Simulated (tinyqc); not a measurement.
Exact and approximate surface terms: size effects in the resistivity of thin metal films and interconnect lines. Computed by tinyqc, a small Python program. Command: `OMP_NUM_THREADS=1 python tinyqc.py 3011661 3011662 out.jsonl size walk`. One thread of a shared host (Intel(R) Xeon(R) Processor @ 2.30GHz), about 0.01 s of CPU time with the checks.

Electrons lose their drift at surfaces (a share 1 - p of the hits) and at grain boundaries (reflection R), besides bulk scattering.

Inputs (values chosen for the exercise, modelled on molybdenum): bulk mean free path lambda = 11.7 nm; specularity p = 0; film thickness h = 4.5 nm.

Geometry: film.

Method. Fuchs-Sondheimer film: rho_b/rho = 1 - (3/(2 kappa))(1 - p) int_0^1 (s - s^3)(1 - exp(-kappa/s))/(1 - p exp(-kappa/s)) ds, f = rho/rho_b, kappa = thickness/lambda, 80 Gauss-Legendre points. Thick-film form 1 + 3 (1 - p)/(8 kappa); thin-film form (4/3)((1 - p)/(1 + p))/(kappa ln(1/kappa)).

Rho/rho_b:
```
kappa  h (nm)   exact  thick-film form  thin-film form
0.01    0.117  26.484          38.5000          28.953
0.02    0.234  15.333          19.7500          17.041
0.05    0.585   7.728           8.5000           8.902
0.1      1.17   4.782           4.7500           5.791
0.2      2.34   3.096           2.8750           4.142
0.5      5.85   1.916           1.7500               -
1        11.7   1.462           1.3750               -
2        23.4   1.221           1.1875               -
5        58.5   1.081           1.0750               -
10        117   1.039           1.0375               -
```

What does the comparison show, and why?

The thick-film form is within 5 % down to kappa = 2; at kappa = 0.01 it is 1.45 times the exact value and the thin-film form 1.09 times. The resistivity doubles between 2.34 and 5.85 nm. Rows thinner than about 5 nm only illustrate the formulas. Caution: below about 5 nm roughness, discontinuity and quantum confinement take over from this semiclassical model.

Extremes, crossings and ranges named in words are read from the listed rows.
